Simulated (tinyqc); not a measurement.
Across the gap: metal-induced gap states at the contact of a metal chain and a two-band chain.

The semiconductor alternates sites A at -Eg/2 and C at +Eg/2 with hopping -t; the gap runs from -Eg/2 to Eg/2. In the gap cosh(q a) = 1 + (Eg^2/4 - E^2)/(2 t^2) and the amplitude changes by -exp(-q a) a period. The metal has site energy 0 and hopping -tm; its end site has g_m = (E - i sqrt(4 tm^2 - E^2))/(2 tm^2). Sites 1, 2, ... count into the semiconductor, with energies e1, e2 alternating. The clean half chain has g1 = 1/(E - e1 - t^2 g2), g2 = 1/(E - e2 - t^2 g1), decaying root. With the contact G11 = 1/(1/g1 - tc^2 g_m), and the density on site j is -Im G_jj/pi = |psi_j/psi_1|^2 (-Im G11/pi), per spin, with psi_2/psi_1 = -t g2, psi_3/psi_2 = -t g1.

Values chosen for the exercise (gap and optical dielectric constant near those of Si; the chain itself is a model; shifted at random, so the results belong to these values and not to a real crystal): Eg = 1.1 eV (gap); t = 3.15 eV (hopping in the semiconductor); tm = 2.7 eV (hopping in the metal); tc = 2.07 eV (hopping across the contact); end = A (site that touches the metal); a = 3.84 angstrom (period (two sites); one chain for each area a^2).

E = f Eg. Share on C: the part of the summed density that lies on C sites, whose orbitals make the conduction edge.

Gap states:

| f | E (eV) | xi = 1/(2q) (angstrom) | D1 (1/eV) | D2 (1/eV) | sum (1/eV) | share on C |
|---|---|---|---|---|---|---|
| -0.48 | -0.528 | 39.28 | 0.1749 | 0.0034 | 1.9144 | 0.019 |
| -0.40 | -0.440 | 18.34 | 0.1250 | 0.0125 | 0.7275 | 0.091 |
| -0.30 | -0.330 | 13.76 | 0.0885 | 0.0192 | 0.4423 | 0.179 |
| -0.15 | -0.165 | 11.54 | 0.0557 | 0.0254 | 0.2863 | 0.313 |
| 0.00 | 0.000 | 11.01 | 0.0352 | 0.0296 | 0.2203 | 0.457 |
| 0.15 | 0.165 | 11.54 | 0.0212 | 0.0333 | 0.1926 | 0.611 |
| 0.40 | 0.440 | 18.34 | 0.0051 | 0.0412 | 0.2448 | 0.890 |
| 0.48 | 0.528 | 39.28 | 0.0010 | 0.0464 | 0.5084 | 0.979 |

Give the missing row, f = 0.30, E (eV) = 0.330.

Computed row:
```
f     E (eV)  xi = 1/(2q) (angstrom)  D1 (1/eV)  D2 (1/eV)  sum (1/eV)  share on C
0.30   0.330                   13.76     0.0108     0.0374      0.1979       0.777
```

The decay length xi of the density is shortest at mid-gap, 11.01 angstrom, and grows to 39.3 near the edges. The summed density is least at f = 0.15 (0.1926) and largest at f = -0.48 (1.9144 1/eV). The share on C goes from 0.02 to 0.98 and passes one half near f = +0.042, a point that depends on which site ends the chain. The states turn from valence-like to conduction-like across the gap; the branch point, where the decay is fastest, lies at mid-gap in this symmetric chain and is the usual estimate of the neutrality level.

Run: tinyqc, `OMP_NUM_THREADS=1 python tinyqc.py 1452448 1452449 out.jsonl`; Intel(R) Xeon(R) Processor @ 2.30GHz, one thread, shared host; about 0.01 s of CPU time with all checks.
